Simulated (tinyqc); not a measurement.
MOSFET in saturation, small-signal circuit and noise: effect of the gate length on speed and noise.

Bias by the inversion coefficient IC = I/Ispec (charge-based model with velocity saturation; weak inversion below 0.1, strong above 10). Common-source circuit: gm, gds, Cgs, Cgd and Cj at the inner nodes, Rg in series with the gate; quasi-static, no source or drain resistance, no gate-body capacitance, no substrate network, no induced gate noise, so fmax is an upper estimate.

Ispec = 2 n mu Cox (W/L) Vt^2, lc = Ls/L, gms = [sqrt((lc IC + 1)^2 + 4 IC) - 1]/[2 + lc (lc IC + 1)], gm = gms Ispec/(n Vt), gds = sg gm. qs = [sqrt(1 + 4 IC) - 1]/2, Cgs = Cox W L qs (2 qs + 3)/(3 (qs + 1)^2) + Cov W, Cgd = Cov W, Cd = Cj W, Rg = Rsh (Wf/L)/(12 Nf) + Rc/W with Nf = W/Wf fingers (not rounded) contacted at both ends. fT = gm/(2 pi (Cgs + Cgd)), fmax = fT/(2 sqrt(Rg (gds + 2 pi fT Cgd))). Channel noise Sid = 4 kB T gam n gm with gam = (1/2 + (2/3) qs)/(1 + qs) + gw lc IC, qs = [sqrt(1 + 4 IC) - 1]/2, lc = Ls/L (the last term an empirical rise with velocity saturation); at the gate, white noise Sw = Sid/gm^2 + 4 kB T Rg. Number fluctuation with correlated mobility: S(f) = K/f, K = q^2 Vt lt Nt/(W L Cox^2) (1 + ac mu Cox I/gm)^2, Vt in eV with Nt per eV. Corner fc = K/Sw. IC is held fixed, and so is sg.

Values chosen for this exercise:
```
symbol   value         unit                                   meaning
T          300            K                               temperature
W            5           um                          total gate width
Cox       1.99      uF/cm^2                          gate capacitance
mu         140   cm^2/(V s)                                  mobility
n         1.31                                           slope factor
Ls          15           nm                velocity-saturation length
sg       0.037                                           ratio gds/gm
Cov       0.41        fF/um   overlap and fringe capacitance per side
Cj         0.4        fF/um                drain junction capacitance
Rsh          5          ohm              sheet resistance of the gate
Wf           2           um                              finger width
Rc         100       ohm um      gate contact and vertical resistance
IC        0.93                                  inversion coefficient
gw        0.08               short-channel excess of the noise factor
Nt      6.6e17  cm^-3 eV^-1                        oxide trap density
lt         0.1           nm          tunnelling length into the oxide
ac           0        V s/C            Coulomb scattering coefficient
```

Constants: q = 1.602176634e-19 C, kB = 1.380649e-23 J/K, Vt = kB T/q. Results are converted to the units shown.

Result of one run:

| L (nm) | I (uA) | Rg (ohm) | fT (GHz) | fmax (GHz) | sqrt(Sw) (nV/Hz^0.5) | fc (MHz) |
|---|---|---|---|---|---|---|
| 32 | 70.89 | 30.42 | 36.68 | 146.4 | 3.384 | 60.37 |

What becomes of these results when the gate length L is changed from 32 to 500 nm, all else the same?

Result of the changed run:

| L (nm) | I (uA) | Rg (ohm) | fT (GHz) | fmax (GHz) | sqrt(Sw) (nV/Hz^0.5) | fc (MHz) |
|---|---|---|---|---|---|---|
| 500 | 4.537 | 20.67 | 0.6618 | 21.34 | 12.08 | 0.3033 |

The whole series:

| L (nm) | I (uA) | Rg (ohm) | fT (GHz) | fmax (GHz) | sqrt(Sw) (nV/Hz^0.5) | fc (MHz) |
|---|---|---|---|---|---|---|
| 20 | 113.4 | 36.67 | 57.92 | 168.0 | 2.893 | 132.2 |
| 32 | 70.89 | 30.42 | 36.68 | 146.4 | 3.384 | 60.37 |
| 50 | 45.37 | 26.67 | 22.13 | 120.8 | 4.050 | 26.98 |
| 79 | 28.71 | 24.22 | 12.36 | 94.05 | 4.960 | 11.38 |
| 130 | 17.45 | 22.56 | 6.117 | 67.65 | 6.261 | 4.340 |
| 200 | 11.34 | 21.67 | 3.149 | 48.68 | 7.704 | 1.864 |
| 320 | 7.089 | 21.04 | 1.447 | 32.54 | 9.692 | 0.7359 |
| 500 | 4.537 | 20.67 | 0.6618 | 21.34 | 12.08 | 0.3033 |

As L goes from 20 to 500 nm, fT falls from 57.9 to 0.662 GHz, fmax falls from 168 to 21.3 GHz, the white noise rises from 2.89 to 12.1 nV/Hz^0.5 and the corner falls from 132 to 0.303 MHz. fT goes as L^(-0.97) between the first two rows and L^(-1.75) between the last two; with no overlap and no velocity saturation it would go as 1/L^2. For L = 50 to 500 nm fmax exceeds 4 fT, where channel resistance and substrate losses, left out here, would cap it.

tinyqc, about 0.01 s, one thread, Intel Xeon 2.30GHz (shared host): `OMP_NUM_THREADS=1 python tinyqc.py 2150146 2150147 out.jsonl`
